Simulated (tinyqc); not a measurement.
What each parameter does: two-node Weyl semimetal on a cubic lattice and its slab.

H = d.s with dx = t sin kx, dy = t sin ky, dz = m (2 - cos kx - cos ky) + M(kz), M = tz (cos k0 - cos kz), k in 1/a. Nodes at (0, 0, +/-k0). Berry curvature of the lower band along z: Omega = d.(dd/dkx x dd/dky)/(2|d|^3), in the sense curl of i<u|grad u>.

Parameters, chosen for this exercise:

| symbol | value | unit | meaning |
|---|---|---|---|
| t | 0.7 | eV | hopping in sx and sy |
| m | 1.03 | eV | mass term |
| tz | 1.17 | eV | hopping along z |
| k0 | 0.69 | 1/a | position of the nodes |
| k | (0.17, -0.78, 2.75) | 1/a | wave vector |

|E| and Omega at k, the velocity tz sin(k0) and k0/pi. Each row changes one parameter from the base and keeps the others.

Results:

| case | \|E\| (eV) | Omega (a^2) | vz (eV a) | \|sigma_xy\| (e^2/(h a)) |
|---|---|---|---|---|
| base | 2.3516 | 0.0205 | 0.7447 | 0.2196 |
| t = 0.77 eV | 2.3630 | 0.0244 | 0.7447 | 0.2196 |
| m = 0.927 eV | 2.3210 | 0.0219 | 0.7447 | 0.2196 |
| tz = 1.053 eV | 2.1583 | 0.0231 | 0.6703 | 0.2196 |
| k0 = 0.621 1/a | 2.3996 | 0.0199 | 0.6808 | 0.1977 |

The largest shifts from the base row, up to three for each result and ties (the steps differ in size, so this ranks the rows, not the parameters). |E| (eV): tz -0.1933, k0 +0.0481, m -0.0305. Omega (a^2): t +0.0039, tz +0.0026, m +0.0014. vz (eV a): tz -0.0745, k0 -0.0640; unchanged at the printed digits by t and m. |sigma_xy| (e^2/(h a)): k0 -0.0220; unchanged at the printed digits by t, m and tz. The Hall conductivity depends on the separation of the nodes alone, with EF at the nodes and no further nodes.

Computed by tinyqc, a small Python program: `OMP_NUM_THREADS=1 python tinyqc.py 1452326 1452327 out.jsonl` (the numbers bound the seed that draws the inputs); one thread of a shared host (Intel(R) Xeon(R) Processor @ 2.30GHz), about 0.1 s for the whole set of steps.
